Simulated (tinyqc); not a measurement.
Donor in an ellipsoidal valley (Kohn-Luttinger variational method): one step, computed by the program tinyqc. Command: `OMP_NUM_THREADS=1 python tinyqc.py 3020943 3020944 out.jsonl kohnlutt walk`. One thread of a shared host (Intel(R) Xeon(R) Processor @ 2.30GHz), about 0.04 s of CPU time with the checks.

H = -(d^2/dx^2 + d^2/dy^2) - gamma d^2/dz^2 - 2/r in units built on m_t, with gamma = m_t/m_l and z along the valley axis. One valley; no valley-orbit or central-cell term.

Problem. Effective units. Ry* = Ry m_t/eps^2, a* = a_0 eps/m_t, gamma = m_t/m_l.

Inputs (values chosen for the exercise, for a model semiconductor): transverse mass m_t = 0.192 m_0; longitudinal mass m_l = 0.891 m_0; dielectric constant eps = 10.9.

Constants: Ry = 13.605693123 eV; a_0 = 0.529177210903 angstrom.

Give: Ry*; a*; gamma.

Solution.

Ry* = 21.99 meV

a* = 30.04 angstrom

gamma = 0.2155
